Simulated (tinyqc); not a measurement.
# From one set of inputs to another, one input at a time

Model: adsorption as a lattice gas: isotherms with interactions, competition, desorption peaks and saturation dose. Computed by tinyqc, a small Python program. Command: `OMP_NUM_THREADS=1 python tinyqc.py 3001329 3001330 out.jsonl adsorb ladder`. One thread of a shared host (Intel(R) Xeon(R) Processor @ 2.30GHz), about 0.02 s of CPU time with the checks.

One adsorbate per site; a molecule needs 2 empty sites. Gas and surface have the same temperature.

The inputs printed are set A. Inputs not listed in the table keep their values of set A, so the rows need not describe a real material.

Inputs (values chosen for the exercise, for a model surface):

| quantity | value | unit |
|---|---|---|
| desorption energy E | 1.25 | eV |
| prefactor nu | 7.6e+12 | 1/s |
| pair energy w (positive repels) | 0.068 | eV |
| neighbours z | 4 | - |
| site density N_s | 12 | 1/nm^2 |
| molecular mass M | 11.9 | u |
| sticking coefficient s0 | 0.03 | - |
| temperature T | 551 | K |
| pressure p | 0.98 | Pa |
| blocking by a second gas, K_B p_B | 0.54 | - |
| heating rate beta | 0.79 | K/s |
| initial coverage theta_0 | 0.79 | - |
| aspect ratio a (depth over diameter) of a hole | 60 | - |

Adsorption: dissociative (second order).

Constants: u = 1.6605390666e-27 kg; k_B = 1.380649e-23 J/K; k_B = 8.617333262e-05 eV/K.

Method:
- Flux F = p/sqrt(2 pi M k_B T); k_d = nu exp(-E/(k_B T)); 2 s0 F (1 - theta)^2 = N_s k_d theta^2, so y = sqrt(2 s0 F/(N_s k_d)), theta = y/(1 + y). With a second gas on the same sites theta = y/(1 + y + K_B p_B).
- With u = w/(k_B T). Mean field: theta/(1 - theta) = y exp(-z u theta). Quasi-chemical: theta/(1 - theta) = y [(r - 1 + 2 theta)(1 - theta)/((r + 1 - 2 theta) theta)]^(-z/2) exp(-z u/2), r = sqrt(1 - 4 theta (1 - theta)(1 - exp(-u))).
- The peak obeys E/(k_B T_p^2) = (nu theta_0/beta) exp(-E/(k_B T_p)) if theta at the peak is theta_0/2. Redhead's shortcut, with the constant 3.46 (3.64 is also in use), reads E back as k_B T_p [ln(nu' T_p/beta) - 3.46], nu' = nu theta_0.
- Without desorption or interaction, 99 % coverage needs the time 99 N_s/(2 s0 F). For a round hole of aspect ratio a in molecular flow with unit sticking (Gordon), the time is N_s/(2F) x [1 + (19/4) a + (3/2) a^2]. The larger of the two times is a rough guide.

Each row keeps all changes above it:

| input moved | from | to | coverage, mean field | peak temperature T_p (K) | time on a flat surface (s) |
|---|---|---|---|---|---|
| set A | - | - | 0.2998 | 449.2 | 6.209e-01 |
| heating rate beta (K/s) | 0.79 | 19 | 0.2998 | 495.0 | 6.209e-01 |
| site density N_s (1/nm^2) | 12 | 9.1 | 0.3131 | 495.0 | 4.709e-01 |
| molecular mass M (u) | 11.9 | 5.08 | 0.3337 | 495.0 | 3.077e-01 |
| temperature T (K) | 551 | 555 | 0.3256 | 495.0 | 3.088e-01 |
| prefactor nu (1/s) | 7.6e+12 | 4.7e+12 | 0.3493 | 502.7 | 3.088e-01 |
| pressure p (Pa) | 0.98 | 4.1e-07 | 0.0025 | 502.7 | 7.380e+05 |
| pair energy w (positive repels) (eV) | 0.068 | 0.04 | 0.0025 | 502.7 | 7.380e+05 |

Which inputs carry the difference?

coverage, mean field goes from 0.300 to 0.00250, a factor 0.00835 in all. The largest single move comes from pressure p (a factor 0.00712). Peak temperature T_p goes from 449 to 503, a factor 1.12 in all. The largest single move comes from heating rate beta (a factor 1.10). Time on a flat surface goes from 0.621 to 738000, a factor 1.19e6 in all. The largest single move comes from pressure p (a factor 2.39e6). The single moves hold for this order of the switches; the total does not depend on the order.

Caution (rows set A, heating rate beta, site density N_s, molecular mass M, temperature T, prefactor nu, pressure p): for z u near 4 or above (near 8 on the triangular lattice, z = 6) mean field itself predicts sublattice order near half coverage (the exact threshold is higher); both uniform formulas leave ordering out. Caution (all rows): with k_d = nu exp(-E/(k_B T)) of these inputs desorption is not negligible over the time on a flat surface, so without interaction 99 % coverage is not reached.

Extremes, crossings and ranges named in words are read from the listed rows.
